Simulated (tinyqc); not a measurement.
Carrier statistics of a doped semiconductor with parabolic bands: one step. The neutral state. Two cases, with inputs chosen for the exercise.

Task: Solve the neutrality condition for EF to convergence.

Energies are counted from Ev, so Ec = Eg. n = Nc F_1/2((EF - Eg)/kT), p = Nv F_1/2(-EF/kT), ND+ = ND/(1 + 2 exp((EF - Eg + ED)/kT)), NA- = NA/(1 + 4 exp((EA - EF)/kT)); neutrality asks p + ND+ = n + NA-. F_j(eta) = (1/Gamma(j + 1)) integral_0^infinity x^j dx/(1 + exp(x - eta)), which tends to exp(eta) for eta << 0.

Give: EF; n; p; ND+; NA-.

Case 1.

Values chosen (near those of InAs; shifted at random, so the results belong to these values and not to a real crystal): ND = 4.5e+14 1/cm^3 (donors); NA = 2.1e+17 1/cm^3 (acceptors); ED = 0.00202 eV (donor level below Ec); EA = 0.0149 eV (acceptor level above Ev).

Eg = 0.3784918 eV
kT = 0.01723467 eV
Nc = 5.726578e+16 1/cm^3
Nv = 3.616734e+18 1/cm^3

Result:

EF = 0.0546 eV
n = 3.95e+08 1/cm^3
p = 1.50e+17 1/cm^3
ND+ = 4.50e+14 1/cm^3
NA- = 1.50e+17 1/cm^3

The material is p-type; 71.5 % of the acceptors are ionised. EF lies 3.17 kT inside the gap from the valence edge, so Boltzmann statistics would serve; n p/(Nc Nv exp(-Eg/kT)) = 0.985.

Case 2.

Values chosen (near those of GaN; shifted at random, so the results belong to these values and not to a real crystal): ND = 1.3e+12 1/cm^3 (donors); NA = 2.2e+19 1/cm^3 (acceptors); ED = 0.0218 eV (donor level below Ec); EA = 0.182 eV (acceptor level above Ev).

Eg = 3.4169645 eV
kT = 0.03446933 eV
Nc = 3.429728e+18 1/cm^3
Nv = 6.988622e+19 1/cm^3

Result:

EF = 0.1358 eV
n = 1.56e-23 1/cm^3
p = 1.35e+18 1/cm^3
ND+ = 1.30e+12 1/cm^3
NA- = 1.35e+18 1/cm^3

The material is p-type; 6.1 % of the acceptors are ionised. EF lies 3.94 kT inside the gap from the valence edge, so Boltzmann statistics would serve; n p/(Nc Nv exp(-Eg/kT)) = 0.993.

Computed by tinyqc, one run a case: `OMP_NUM_THREADS=1 python tinyqc.py N N+1 out.jsonl` with N = 1651961, 1652086; one thread of a shared Intel(R) Xeon(R) Processor @ 2.30GHz, about 0.01 s a run at most.
